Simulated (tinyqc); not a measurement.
Velocity overshoot from momentum and energy balance equations after a field step: one step, computed by the program tinyqc. Command: `OMP_NUM_THREADS=1 python tinyqc.py 3017281 3017282 out.jsonl overshoot walk`. One thread of a shared host (Intel(R) Xeon(R) Processor @ 2.30GHz), about 0.03 s of CPU time with the checks.

At t = 0 the field jumps from 0 to F in a uniform sample. v is the drift velocity and u = w - (3/2) k_B T the excess energy per carrier.

Question. Constants and steady state. dv/dt = e F/m - v/tau_m(u), du/dt = e F v - u/tau_E, tau_m(u) = tau_0/(1 + c u), tau_0 = m mu_0/e, c = mu_0/(e tau_E v_s^2); this choice gives the steady state v (1 + mu_0 F v/v_s^2) = mu_0 F, which saturates at v_s. Steady velocity v = 2 mu_0 F/(1 + sqrt(1 + 4 (mu_0 F/v_s)^2)); u = e F v tau_E; carrier temperature T + 2u/(3 k_B), neglecting the drift energy m v^2/2.

Inputs (values chosen for the exercise, modelled on electrons in 4H-SiC except for tau_E):
```
quantity,value,unit
effective mass m,0.34,m_0
low-field mobility mu_0,880,cm^2/(V s)
saturation velocity v_s,2.1,1e7 cm/s
energy relaxation time tau_E,0.24,ps
field after the step F,220,kV/cm
lattice temperature T,300,K
```

Scheme: implicit in the damping.

Constants: m_0 = 9.1093837015e-31 kg; e = 1.602176634e-19 C; k_B = 8.617333262e-05 eV/K.

Give: tau_0; c; acceleration e F/m; steady velocity; steady excess energy; steady carrier temperature.

Answer.

tau_0 = 170.1 fs

c = 8.314 1/eV

acceleration e F/m = 0.1138 1e7 cm/s per fs

steady velocity = 1.989 1e7 cm/s

steady excess energy = 1.050 eV

steady carrier temperature = 8425 K

tau_E/tau_0 = 1.41, and in the steady state tau_m has shrunk to 17.5 fs. Caution: the excess energy exceeds 0.5 eV, where non-parabolicity, upper valleys and impact ionisation matter.
